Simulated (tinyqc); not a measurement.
# Changing the stress sigma (tension positive)

Model: Raman shift of the zone-centre optical phonon of a diamond-structure crystal under stress. Computed by tinyqc, a small Python program. Command: `OMP_NUM_THREADS=1 python tinyqc.py 3017342 3017343 out.jsonl ramanstress sweep`. One thread of a shared host (Intel(R) Xeon(R) Processor @ 2.30GHz), about 0.01 s of CPU time with the checks.

Axes x, y, z are the cube axes. Strain shifts the threefold optical mode and can split it; p, q and r are the phonon deformation potentials.

Inputs (values chosen for the exercise, modelled on diamond):

| quantity | value | unit |
|---|---|---|
| unstrained frequency omega_0 | 1334 | 1/cm |
| p/omega_0^2 | -2.67 | - |
| q/omega_0^2 | -1.74 | - |
| r/omega_0^2 | -1.83 | - |
| C11 | 1079 | GPa |
| C12 | 126.4 | GPa |
| C44 | 578 | GPa |
| polarisation angle phi | 75 | degree |
| temperature coefficient d omega/dT | -0.01 | 1/(cm K) |
| local temperature T | 310 | K |
| laser wavelength | 532 | nm |

Stress state: biaxial. Axis: [110].

Constants: h = 6.62607015e-34 J s; c = 299792458 m/s; k_B = 1.380649e-23 J/K.

Method:
- S11 = (C11 + C12)/D, S12 = -C12/D, D = (C11 - C12)(C11 + 2 C12), S44 = 1/C44.
- Equal biaxial stress in the plane normal to the axis (unit vector n): sigma_ij = sigma (delta_ij - n_i n_j).
- eps_xx = S11 sigma_xx + S12 (sigma_yy + sigma_zz), and cyclic; eps_xy = S44 sigma_xy/2 (tensor strain).
- Secular matrix: M_xx = p eps_xx + q (eps_yy + eps_zz), M_xy = 2 r eps_xy; its eigenvalues are omega^2 - omega_0^2, and the shifts are these over 2 omega_0.
- gamma = -(p + 2q)/(6 omega_0^2); the mean of the three shifts is -gamma omega_0 x (volume strain).
- Backscattering from a (001) surface: incident polarisation (cos phi, sin phi, 0). With Raman tensors (R_z)_xy = (R_z)_yx = 1 and cyclic, only the z component u_z of a mode counts: I = u_z^2 sin^2(2 phi) for parallel and u_z^2 cos^2(2 phi) for crossed polarisers. An unresolved line sits at the intensity-weighted shift, which is M_zz/(2 omega_0).
- A temperature above 300 K shifts the line by (d omega/dT)(T - 300 K); divided by the shift per stress it poses as a stress; the total shift adds it to the shift of the observed line. The anti-Stokes to Stokes ratio is [(omega_L + omega_0)/(omega_L - omega_0)]^3 exp(-h c omega_0/(k_B T)) in photon counts, omega_L = 1/wavelength, resonance effects left out.

One run for each value:

| stress sigma (tension positive) (GPa) | shift of the observed line (1/cm) | mean shift (1/cm) | volume strain (per mille) | total shift (1/cm) |
|---|---|---|---|---|
| -2.40 | 5.449 | 4.928 | -3.604 | 5.349 |
| -1.70 | 3.860 | 3.491 | -2.553 | 3.760 |
| -1.00 | 2.270 | 2.053 | -1.502 | 2.170 |
| -0.34 | 0.772 | 0.698 | -0.511 | 0.672 |
| 0.34 | -0.772 | -0.698 | 0.511 | -0.872 |
| 1.00 | -2.270 | -2.053 | 1.502 | -2.370 |
| 1.70 | -3.860 | -3.491 | 2.553 | -3.960 |
| 2.40 | -5.449 | -4.928 | 3.604 | -5.549 |

Over the rows, shift of the observed line (1/cm) falls from 5.45 to -5.45; mean shift (1/cm) falls from 4.93 to -4.93; volume strain (per mille) rises from -3.60 to 3.60. All stress shifts are linear and odd in sigma; the total is offset by the thermal shift, -0.100 per cm, and passes zero between sigma = -0.34 and 0.34 GPa, where stress and heating cancel.

Caution (all rows): this stress has components normal to the (001) face, so it cannot reach a free (001) surface; it can act on buried material.

Extremes, crossings and ranges named in words are read from the listed rows.
